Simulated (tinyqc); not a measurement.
Adding atomic layers: valley splitting of a silicon quantum well in envelope theory.

The well lies at 0 < z < L; U(z) = V0 [1/(1 + exp(z/w)) + 1/(1 + exp((L - z)/w))] - e F z, 1 mV/nm = 1e-4 eV/angstrom. The envelope psi solves -(c/ml) psi'' + U psi = E psi, c = hbar^2/2m0, by three-point differences on a grid of 0.1 angstrom from -40 to L + 40 angstrom. The two valleys at +/- k0 couple through D = C0 times the integral of exp(-i q z) U(z) psi^2, q = 2 k0 (2 pi/a), and split by Ev = 2|D|.

Constants: hbar^2/2m0 = 3.80998211 eV angstrom^2.

Values chosen for the exercise (near those of a strained Si well in SiGe; the results hold for these values, not for the real material):

| symbol | value | unit | meaning |
|---|---|---|---|
| V0 | 0.18 | eV | conduction offset |
| ml | 0.902 | m0 | mass along z |
| F | 6.9 | mV/nm | field pressing towards the upper interface |
| k0 | 0.851 | 2 pi/a | valley position |
| a | 5.431 | angstrom | lattice constant |
| C0 | 0.276 |  | Bloch overlap factor |
| Ls | (82, 83.4, 84.7, 86.1, 87.4, 88.8, 90.1, 91.5) | angstrom | widths in steps of one atomic layer, a/4, rounded to the grid |
| F2 | 0.5 | mV/nm | second field, zero or weak |
| w1 | 0.7 | angstrom | interface width for this table |

The smooth splitting Ev = 2|D| with w = w1, at the field F2 and at F.

Results:

| L (angstrom) | q L mod 2 pi | Ev at F2 (micro-eV) | Ev at F (micro-eV) |
|---|---|---|---|
| 82.0 | 4.38 | 6.93 | 22.6 |
| 83.4 | 0.86 | 3.23 | 22.5 |
| 84.7 | 3.42 | 5.00 | 22.5 |
| 86.1 | 6.17 | 5.09 | 22.5 |
| 87.4 | 2.45 | 2.59 | 22.4 |
| 88.8 | 5.21 | 5.72 | 22.5 |
| 90.1 | 1.48 | 1.74 | 22.4 |
| 91.5 | 4.24 | 5.12 | 22.5 |

At F2 the splitting swings between 1.74 and 6.93 micro-eV, a ratio of 3.99, as the two interfaces add with the phase q L, which advances on average by 2.67 rad a layer. At F the ratio is 1.01, where in the first row psi^2 at the upper interface is 325 times that at the lower one: one interface dominates and the interference fades.

(tinyqc, `OMP_NUM_THREADS=1 python tinyqc.py 1252672 1252673 out.jsonl`, Intel(R) Xeon(R) Processor @ 2.30GHz, 1 thread, shared host, about 0.09 s.)
